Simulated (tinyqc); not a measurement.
Tension along [110]: repopulation and mass change: two-band k.p model of the Delta valleys near the X point under shear strain.

Valley pair on the [001] axis, kz counted from the X point, c = hbar^2/2m0, k0 = kx0 2 pi/a. H = (c kz^2/ml + c (kx^2 + ky^2)/mt + c k0^2/ml) 1 + (2 c k0 kz/ml) sigma_z + (D exy - 2 c kx ky/Mp) sigma_x, so E = c kz^2/ml + c (kx^2 + ky^2)/mt + c k0^2/ml -/+ sqrt((2 c k0 kz/ml)^2 + (D exy - 2 c kx ky/Mp)^2). Without strain the lower band has its minima, E = 0, at kz = +/- k0. Shifts from diagonal strain are left out.

For |eta| < 1: k_min = k0 sqrt(1 - eta^2), E_min = -Delta eta^2/2, ml(eta) = ml/(1 - eta^2), 1/m[110] = 1/mt + eta/Mp, 1/m[1-10] = 1/mt - eta/Mp. For |eta| > 1 the minimum sits at X: E_min = -Delta (2 |eta| - 1)/2, ml(eta) = ml/(1 - 1/|eta|), and eta is replaced by its sign in the transverse masses. Here Delta = 2 c k0^2/ml and eta = D exy/Delta.

s11 = (C11 + C12)/((C11 - C12)(C11 + 2 C12)), s12 = -C12/((C11 - C12)(C11 + 2 C12)), s44 = 1/C44; exx = s11 sxx + s12 (syy + szz) and cyclic, exy = s44 sxy/2; tension is positive. A uniaxial stress X along the unit vector n is s_ij = X n_i n_j.

Constants: hbar^2/2m0 = 3.80998211 eV angstrom^2; kB = 8.617333262e-05 eV/K.

Inputs chosen for the exercise (near those of Si; the results hold for these values, not for the real material):

| symbol | value | unit | meaning |
|---|---|---|---|
| a | 5.433 | angstrom | lattice constant |
| ml | 0.91 | m0 | longitudinal mass |
| mt | 0.193 | m0 | transverse mass |
| kx0 | 0.145 | 2 pi/a | distance of the minimum from X |
| D | 14.9 | eV | shear deformation potential |
| Mp | 0.237 | m0 | coupling mass |
| C11 | 168.7 | GPa |  |
| C12 | 64.6 | GPa |  |
| C44 | 80.7 | GPa |  |
| Xu | 9.57 | eV | uniaxial potential |
| T | 300 | K | temperature |

The z valleys move against the x and y valleys by Xu (ezz - exx) and, through the shear, by E_min. Share of the z valleys n = w/(w + 2 exp(dE/kT)), dE the total relative shift, w = sqrt(ml(eta) m[110] m[1-10]/(ml mt^2)). Along [110]: 1/m_c = n/m[110] + (1 - n)(1/ml + 1/mt)/2. Fixed masses means E_min = 0, w = 1, m[110] = mt. Gains are against 3/(1/ml + 2/mt) at a fixed scattering time.

Results:

| X (GPa) | Xu (ezz - exx) (meV) | E_min (meV) | m[110] | m_c fixed masses | m_c with shear | gain fixed (%) | gain with shear (%) |
|---|---|---|---|---|---|---|---|
| 0.00 | 0.0 | 0.0 | 0.1930 | 0.2617 | 0.2617 | 0.0 | 0.0 |
| 0.25 | -11.5 | -0.3 | 0.1856 | 0.2479 | 0.2420 | 5.6 | 8.2 |
| 0.50 | -23.0 | -1.1 | 0.1787 | 0.2347 | 0.2213 | 11.5 | 18.3 |
| 1.00 | -46.0 | -4.5 | 0.1664 | 0.2143 | 0.1855 | 22.1 | 41.1 |
| 1.50 | -68.9 | -10.2 | 0.1557 | 0.2027 | 0.1624 | 29.1 | 61.2 |
| 2.00 | -91.9 | -18.1 | 0.1463 | 0.1972 | 0.1482 | 32.7 | 76.6 |
| 3.00 | -137.9 | -40.7 | 0.1305 | 0.1937 | 0.1306 | 35.1 | 100.4 |

At 1 GPa repopulation alone gives 22.1 % and the shear terms raise it to 41.1 %. From 2 to 3 GPa the fixed-mass gain grows by 2.4 points, towards its ceiling of 35.6 % when all electrons sit in the z valleys, whereas the gain with shear grows by 23.8 points because m[110] keeps falling.

Run: tinyqc, `OMP_NUM_THREADS=1 python tinyqc.py 1080346 1080347 out.jsonl`; Intel(R) Xeon(R) Processor @ 2.30GHz, one thread, shared host; about 0.01 s of CPU time with all checks.
